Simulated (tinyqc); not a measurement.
Frenkel-Kontorova chain: a misfit dislocation (kink) in a monolayer on a periodic substrate: one step, computed by the program tinyqc. Command: `OMP_NUM_THREADS=1 python tinyqc.py 3014323 3014324 out.jsonl fkchain walk`. One thread of a shared host (Intel(R) Xeon(R) Processor @ 2.30GHz), about 0.03 s of CPU time with the checks.

E = sum_j [(k/2)(x_(j+1) - x_j - b)^2 + (W/2)(1 - cos(2 pi x_j/a))], x_j = a (j + u_j). A kink takes u from 0 to 1: the chain is stretched by one period and has one atom fewer than wells.

Problem. Continuum limit. l0 = sqrt(k a^2/(2 W)); kink u(j) = (2/pi) arctan exp(pi j/l0); kink energy at f = 0: E0 = (4/pi) W l0; with misfit E0 - k a^2 f; kinks become favourable at f_c = 2/(pi l0), and a coherent chain with free ends loses stability at f_m = 1/l0. Lowest vibration of the flat chain: nu0 = 15.6333042 THz x sqrt(2 pi^2 W/(a^2 M)).

Inputs (values chosen for the exercise, for a model overlayer):
```
quantity              value           unit
spring constant k      2.99  eV/angstrom^2
substrate period a     3.95       angstrom
corrugation W          5.59             eV
misfit f = (b - a)/a   0.56              -
atomic mass M          25.1              u
```

Constants: nu for 1 eV/(angstrom^2 u) = 15.6333042 THz.

Give: kink width l0; kink energy E0; kink energy with misfit; critical misfit f_c; limit f_m; gap frequency nu0.

Solution.

kink width l0 = 2.0427

kink energy E0 = 14.539 eV

kink energy with misfit = -11.586 eV

critical misfit f_c = 0.31165

limit f_m = 0.48954

gap frequency nu0 = 8.2983 THz

f > f_m: kinks enter without a barrier. Caution: a corrugation above 1 eV is larger than real overlayers usually show; it is chosen to keep the kink narrow. Caution: for l0 below about 3 the kink spans few atoms, and the continuum kink energy is off by about 2 per cent or more.
